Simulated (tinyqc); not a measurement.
# Worked calculation: frequency dispersion of an accumulation capacitance by border traps, distributed model

tinyqc, about 0.6 s, one thread, Intel Xeon 2.30GHz (shared host): `OMP_NUM_THREADS=1 python tinyqc.py 2202203 2202204 out.jsonl` Printed values are rounded.

Traps spread evenly through the insulator exchange electrons with the semiconductor by tunnelling, with tau(x) = t0 exp(2 ka x) at depth x from the interface. The admittance per area Y seen at depth x obeys dY/dx = -Y^2/(i w eps0 eox) + q Nb ln(1 + i w tau)/tau, with Y(0) = i w Cs and w = 2 pi f; the gate sees Y(tox) = G + i w C. Working variable y = Y/(i w), in uF/cm^2. Cox = eps0 eox/tox.

Values chosen for this exercise; permittivity close to that of zirconium oxide:
```
symbol,value,unit,meaning
eox,22.2,,relative permittivity of the insulator
tox,9.7,nm,insulator thickness
Cs,1.8,uF/cm^2,semiconductor capacitance in accumulation
Nb,8.1e18,cm^-3 eV^-1,density of border traps
ka,5.5,1/nm,decay constant of the wave function in the insulator
t0,4e-11,s,time constant of a trap at the interface
f,100,Hz,frequency
xe,2,nm,depth down to which the steps are taken
```

Constants: q = 1.602176634e-19 C, eps0 = 8.8541878128e-14 F/cm where lengths are in cm. Results are converted to the units shown.

## Scales and lumped estimate

Cox; trap-free value 1/(1/Cox + 1/Cs); response depth d = ln(1/(w t0))/(2 ka), where w tau = 1; lumped estimate: all traps within d act as C_bt = q Nb d placed at d/2, so C = 1/{1/[1/(1/Cs + d/(2 eps0 eox)) + C_bt] + (tox - d/2)/(eps0 eox)}.

Cox = 2.026422 uF/cm^2
trap-free C = 0.9532560 uF/cm^2
d = 1.590827 nm
C_bt = 0.2064516 uF/cm^2
lumped C = 1.016537 uF/cm^2

The traps within reach amount to 0.115 Cs and lie in the first 16.4 % of the insulator.

## Midpoint steps through the active depth

In terms of y: dy/dx = -y^2/(eps0 eox) + s(x), s = q Nb ln(1 + z)/z, z = i w tau. 8 midpoint steps of h = xe/8: y_half = y + (h/2) y'(x, y), y(new) = y + h y'(x + h/2, y_half).

```
point  x (nm)      s (uF/(cm^2 nm))         y (uF/cm^2)
0           0  0.1297763+0.0000000i  1.800000+0.000000i
1        0.25  0.1297763+0.0000000i  1.791436+0.000000i
2         0.5  0.1297763-0.0000004i  1.783254+0.000000i
3        0.75  0.1297763-0.0000062i  1.775434+0.000000i
4           1  0.1297762-0.0000976i  1.767960-0.000007i
5        1.25  0.1297523-0.0015270i  1.760813-0.000102i
6         1.5  0.1243466-0.0224059i  1.753887-0.001593i
7        1.75  0.0315189-0.0397848i  1.736532-0.014076i
8           2  0.0022466-0.0064831i  1.701028-0.017709i
```

## Capacitance and conductance at the gate

y at xe = 1.701028-0.017709i uF/cm^2

Beyond xe the traps are ignored, so 1/y(tox) = 1/y(xe) + (tox - xe)/(eps0 eox); C = Re y, G/w = -Im y, loss tangent G/(w C).

y at the gate = 1.020839-0.006378i uF/cm^2
C = 1.020839 uF/cm^2
G/w = 0.006377683 uF/cm^2
loss tangent = 0.006247491

A fine integration over the whole insulator gives C = 1.0209 and G/w = 0.006313 uF/cm^2; the coarse G/w is 1.0 % above that. The fine C is 7.1 % above the trap-free value, and the lumped estimate is 0.43 % below the fine result.
